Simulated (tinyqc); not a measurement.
Special k points of the fcc lattice: one step. Irreducible points and weights. Three cases, with inputs chosen for the exercise.

Question. Join points that an operation carries into one another (modulo reciprocal vectors); list each class by its first point in the order of (j1, j2, ...).

Lattice vectors in units of a: a1 = (0, 1/2, 1/2), a2 = (1/2, 0, 1/2), a3 = (1/2, 1/2, 0); reciprocal vectors b_i with a_i . b_j = 2 pi delta_ij. Mesh: k = sum_i f_i b_i with f_i = (2 j_i + shift)/(2 N), j_i = 0 .. N-1. The point group of the lattice has 48 operations; only those that map the mesh onto itself are used.

Give: Irreducible points; operations that keep the mesh; irreducible points.

Case 1.

Values chosen: N = 3 (points along each reciprocal vector); shift = 1 (half steps).

Answer.

Irreducible points:
```
f1,f2,f3,weight
0.1667,0.1667,0.1667,2
0.1667,0.1667,0.5000,6
0.1667,0.1667,0.8333,6
0.1667,0.5000,0.5000,6
0.1667,0.5000,0.8333,6
0.5000,0.5000,0.5000,1
```

operations that keep the mesh = 12
irreducible points = 6

The weights add up to 27 = N^3; symmetry saves a factor 4.5. The shift breaks the symmetry of the lattice: only 12 of 48 operations keep the mesh.

Case 2.

Values chosen (out of a larger set: the lattice of Si, GaAs, Cu and Al; not measured data): N = 5 (points along each reciprocal vector); shift = 0 (half steps).

Answer.

Irreducible points:
```
f1,f2,f3,weight
0.0000,0.0000,0.0000,1
0.0000,0.0000,0.2000,8
0.0000,0.0000,0.4000,8
0.0000,0.2000,0.2000,6
0.0000,0.2000,0.4000,24
0.0000,0.2000,0.6000,24
0.0000,0.2000,0.8000,12
0.0000,0.4000,0.4000,6
0.0000,0.4000,0.6000,12
0.2000,0.4000,0.6000,24
```

operations that keep the mesh = 48
irreducible points = 10

The weights add up to 125 = N^3; symmetry saves a factor 12.5.

Case 3.

Values chosen (out of a larger set: the lattice of Si, GaAs, Cu and Al; not measured data): N = 6 (points along each reciprocal vector); shift = 0 (half steps).

Answer.

Irreducible points:
```
f1,f2,f3,weight
0.0000,0.0000,0.0000,1
0.0000,0.0000,0.1667,8
0.0000,0.0000,0.3333,8
0.0000,0.0000,0.5000,4
0.0000,0.1667,0.1667,6
0.0000,0.1667,0.3333,24
0.0000,0.1667,0.5000,24
0.0000,0.1667,0.6667,24
0.0000,0.1667,0.8333,12
0.0000,0.3333,0.3333,6
0.0000,0.3333,0.5000,24
0.0000,0.3333,0.6667,12
0.0000,0.5000,0.5000,3
0.1667,0.3333,0.5000,24
0.1667,0.3333,0.6667,24
0.1667,0.5000,0.6667,12
```

operations that keep the mesh = 48
irreducible points = 16

The weights add up to 216 = N^3; symmetry saves a factor 13.5.

Computed by tinyqc, one run a case: `OMP_NUM_THREADS=1 python tinyqc.py N N+1 out.jsonl` with N = 1650261, 1650351, 1650628; one thread of a shared Intel(R) Xeon(R) Processor @ 2.30GHz, about 0.1 s a run at most.
